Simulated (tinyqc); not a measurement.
Sheet resistance and Hall data of a diffused or implanted layer. From junction depth x_j back to background doping N_B (opposite type). Computed by tinyqc, a small Python program. Command: `OMP_NUM_THREADS=1 python tinyqc.py 3020835 3020836 out.jsonl layer inv`. One thread of a shared host (Intel(R) Xeon(R) Processor @ 2.30GHz), about 0.01 s of CPU time with the checks.

Carriers are taken equal to the net active doping down to the junction (full ionisation, which deep dopants in wide-gap hosts do not reach; no spill-over, no depletion), and the Hall factor is 1.

Inputs (values chosen for the exercise, modelled on aluminium in 4H-SiC): peak concentration N_0 = 4.8e+19 1/cm^3; length scale l = 34 nm.

Profile: Gaussian at the surface. Activation: complete.

Method. N(x) = N_0 exp(-x^2/l^2), dose N_0 l sqrt(pi)/2, junction x_j = l sqrt(ln(N_0/N_B)).

Problem. A run gave the result below. Find the background doping N_B (opposite type), known to lie between 5.8e+14 and 1.4e+15 1/cm^3.

junction depth x_j = 113.1935 nm

Solution.

Each step takes the trial c = (a f_b - b f_a)/(f_b - f_a), f being the result less the target and a, b, c the logarithms of the listed values; c replaces end b, the old b replaces a if the sign of f changed, and otherwise f_a is halved.

Scan of the range:
```
background doping N_B (opposite type) (1/cm^3)  junction depth x_j (nm)
5.80e+14                                                        114.412
6.72e+14                                                        113.666
7.78e+14                                                        112.919
9.01e+14                                                        112.165
1.04e+15                                                        111.423
1.21e+15                                                        110.635
1.40e+15                                                        109.870
```

False position (Illinois rule, in the logarithm of the input) inside the bracket:
```
step        end a        end b        trial  junction depth x_j (nm)
1     6.72000e+14  7.78000e+14  7.37222e+14                  113.194
2     7.78000e+14  7.37222e+14  7.37305e+14                  113.194
3     7.78000e+14  7.37305e+14  7.37305e+14                  113.193
4     7.37305e+14  7.37305e+14  7.37305e+14                  113.194
```

Junction depth x_j falls at every point of a 13-point scan of the range (every second point is shown), so one value fits; it is bracketed by 6.72e14 and 7.78e14. Answer: background doping N_B (opposite type) = 7.373e14 1/cm^3.
